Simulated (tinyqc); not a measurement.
# Ballistic Schottky-barrier transistor with a two-dimensional channel, WKB contacts: what changes with what

Source Fermi level 0, drain Fermi level -Vd. Far from the contacts Ec = pn - psi, and the gate moves psi one to one; the band edges relax as exp(-x/lam) from pn at the source and pn - Vd at the drain; Ev = Ec - Eg. A carrier of energy w inside the channel band meets at a contact a barrier of height D (the contact edge beyond the channel edge): T = 1 for w >= D, else exp(-S), S = 4 lam sqrt(m/C) [sqrt(D - w) - sqrt(w) arctan sqrt((D - w)/w)], C = hbar^2/(2 m0). The two contacts combine as Ts Td/(Ts + Td - Ts Td).

Values chosen for this exercise; channel values close to those of a tungsten diselenide layer: temperature T = 300 K; barrier for electrons at both contacts pn = 0.71 eV; electron mass mn = 0.34 m0; valleys or subbands g = 2; screening length at the contacts lam = 4.3 nm; drain bias Vd = 0.3 V; band shift psi of the channel by the gate ps = 0.79 V.

Constants: q = 1.602176634e-19 C, kB = 1.380649e-23 J/K, hbar = 1.054571817e-34 J s, h = 6.62607015e-34 J s, m0 = 9.1093837015e-31 kg, Vt = kB T/q, hbar^2/(2 m0) = 0.0380998212 eV nm^2. Results are converted to the units shown.

Each table varies one quantity; the others keep the values above.

## Barrier height from the temperature dependence

I/W = g (2 q^2/h) int T(w) [N(Es + w) - N(Ed + w)] dw with w the energy of motion along the channel, N(y) = (1/2 pi) sqrt(pi m kB T/C) Fm(-y/kB T), Fm(x) = (1/sqrt(pi)) int_0^infinity u^(-1/2)/(1 + exp(u - x)) du. Electrons: Ds = psi, Dd = psi - Vd, Es = Ec, Ed = Ec + Vd. Holes: Ds = -psi, Dd = Vd - psi, Es = -Ev, Ed = -Ev - Vd. The size of each current is taken; both flow from drain to source and add. The integrals are converged. The apparent barrier is -d ln(I_e/T^1.5)/d(q/kB T), taken between T - 10 K and T + 10 K for the electron current.

Barrier height from the temperature dependence:
```
ps (V)  electrons (uA/um)  Ec (eV)  apparent barrier (eV)
-0.25            4.05e-14    0.960                  0.960
-0.18            6.07e-13    0.890                  0.890
-0.11            9.10e-12    0.820                  0.820
-0.04            1.37e-10    0.750                  0.750
0                6.41e-10    0.710                  0.710
0.1               2.17e-9    0.610                  0.672
0.17              4.57e-9    0.540                  0.644
0.24              1.00e-8    0.470                  0.611
0.31              2.31e-8    0.400                  0.574
0.38              5.65e-8    0.330                  0.533
0.45              1.46e-7    0.260                  0.489
```

Read the table: what changes, and by how much?

For psi < 0 the channel edge is the highest point, and the apparent barrier follows Ec one to one (0.960 eV against 0.960). At flat band it is 0.710 eV (psi = 0 V), near pn = 0.71 eV. Beyond, the top stays at pn but tunnelling lowers the apparent value to 0.489 eV in the last row, so only the point where the line bends gives the true barrier.

## Effect of the screening length

Same model as above.

Results:
```
lam (nm)  current of the electrons (uA/um)  share over the barriers (%)  |d psi/d log10| of this current (mV/decade)
0.5                                  65.45                    9.801e-10                                        128.3
1.6                                 0.1957                     3.277e-7                                        102.0
2.6                               0.003278                     1.957e-5                                        103.5
4.8                               1.141e-5                     0.005620                                        146.8
5.9                               2.106e-6                      0.03045                                        177.4
6.9                               6.708e-7                      0.09562                                        208.5
8                                 2.569e-7                       0.2497                                        245.8
```

Estimate the missing row, lam = 3.7 nm.

Computed row:
```
lam (nm)  current of the electrons (uA/um)  share over the barriers (%)  |d psi/d log10| of this current (mV/decade)
3.7                               1.197e-4                     5.357e-4                                        121.0
```

With this row back in the table: The current falls from 65.4 to 2.57e-7 uA/um, while the share over the barriers rises from 9.80e-10 to 0.250 %: the thermionic part does not depend on lam, and a thinner barrier adds tunnelling. The swing goes from 128 through a minimum of 102 (at lam = 1.6 nm among the rows listed) to 246 mV/decade.

Range of the model: No scattering, image-force lowering, channel charge or band-to-band tunnelling; parabolic kappa overstates S deep in the gap.

tinyqc, about 0.1 s, one thread, Intel Xeon 2.30GHz (shared host): `OMP_NUM_THREADS=1 python tinyqc.py 2390136 2390137 out.jsonl`
